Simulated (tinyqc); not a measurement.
Trap density and grain size from the barrier.

Question. With all traps filled Vb = q Qt^2/(8 eps0 eps_r N), and in that limit the barrier is largest at N* = Qt/Lg. Find Qt, Lg and the depleted width Qt/N.

Inputs (values chosen for the exercise): relative permittivity of the semiconductor eps_r = 11.7.

Constants: q = 1.602176634e-19 C, eps0 = 8.8541878128e-14 F/cm where lengths are in cm. Results are converted to the units shown.

barrier at N = 3.4e18 cm^-3 = 0.065730166 V
doping of the largest barrier = 1.1333333e18 cm^-3

Answer. The barrier gives Qt, and N* then gives Lg.

Qt = 3.400e12 cm^-2
Lg = 30.00 nm
depleted width = 10.00 nm

Numbers from tinyqc (`OMP_NUM_THREADS=1 python tinyqc.py 2610103 2610104 out.jsonl`; about 0.01 s on one thread of a shared Intel Xeon 2.30GHz).
